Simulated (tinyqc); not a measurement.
Stretching all distances: RHF, UHF, MP2, CISD and CCSD against full CI in the sto-3g basis, for H3+, spin multiplicity 1. Computed by the program tinyqc with PySCF. 

Geometry (angstrom):
```
atom,x,y,z
H,0.0000,0.0000,0.0000
H,0.0000,0.0000,0.8340
H,0.0000,0.7220,0.4170
```

All coordinates are multiplied by the scale. c0^2 is the weight of the RHF determinant in the lowest singlet FCI state (UHF is spin-contaminated and may lie near states of higher spin) and n(LUMO) the first natural occupation beyond the occupied space.

Full CI energy (hartree) and errors against it (kcal/mol):
```
scale,distance 1-2 (angstrom),E(FCI),RHF,UHF,MP2,CISD,CCSD,<S^2> UHF,c0^2,n(LUMO)
0.9800,0.8173,-1.243595,14.4220,14.4220,4.1975,0.0000,0.0000,0.0000,0.9874,0.0126
1.2000,1.0008,-1.274261,17.8096,17.8096,5.4501,0.0000,0.0000,0.0000,0.9810,0.0190
1.4200,1.1843,-1.250789,22.2254,22.2254,7.0320,0.0000,0.0000,0.0000,0.9715,0.0286
1.6400,1.3678,-1.206053,28.0015,28.0015,9.0112,0.0000,0.0000,0.0000,0.9575,0.0425
1.8600,1.5512,-1.155686,35.3163,35.2778,11.3309,0.0000,0.0000,0.0377,0.9380,0.0620
2.0900,1.7431,-1.105651,44.5755,37.5357,13.8607,0.0000,0.0000,0.4425,0.9111,0.0889
2.3100,1.9265,-1.064262,54.6864,33.9263,15.9137,0.0000,0.0000,0.6735,0.8800,0.1200
2.5300,2.1100,-1.030532,65.5121,27.2137,16.9812,0.0000,0.0000,0.8347,0.8460,0.1540
2.7500,2.2935,-1.004226,76.4343,22.6456,16.4134,0.0000,0.0000,0.8915,0.8119,0.1881
```

UHF parts from RHF first at scale 1.86 of those listed, where <S^2> leaves zero. The weight c0^2 goes from 0.99 to 0.81 and n(LUMO) from 0.01 to 0.19: static correlation grows as the bonds break into open-shell fragments. The spread of the error along the curve, which distorts its shape, is CISD 0.0, CCSD 0.0, MP2 12.8, UHF 23.1, RHF 62.0 kcal/mol. With two electrons CISD and CCSD are exact.
